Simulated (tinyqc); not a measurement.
Gas flow in a process chamber: flow regimes, conductance, effective pumping speed, pump-down, outgassing and purge: one step, computed by the program tinyqc. Command: `OMP_NUM_THREADS=1 python tinyqc.py 3121583 3121584 out.jsonl pump walk`. One thread of a shared host (Intel(R) Xeon(R) Processor @ 2.30GHz), about 0.1 s of CPU time with the checks.

Ideal gas, isothermal flow, a pump of constant speed at the end of a round pipe; process gas, volume gas and outgassing are given the same properties. 1 sccm = 101325 Pa x 1e-6 m^3/60 s x T/273.15 K.

Question. Time to base pressure. From the outgassing limit: t = 1 h x (q_1 A/(S_eff p_target))^(1/n) - 10 s; monolayer time at the target = 1e19 m^-2 x 4 k_B T/(p c) for unit sticking.

Inputs (values chosen for the exercise, modelled on oxygen near room temperature):
```
quantity,value,unit
temperature T,350,K
wall area,3.7,m^2
outgassing rate after 1 h,6.3e-06,Pa m^3/(s m^2)
outgassing exponent n,0.97,-
target base pressure,5e-05,Pa
```

S_eff in molecular flow = 52.14738 L/s

mean speed c = 481.2228 m/s

Constants: k_B = 1.380649e-23 J/K.

Give: time to the target; monolayer time.

Answer.

time to the target = 9.5639 h

monolayer time = 8.0333 s
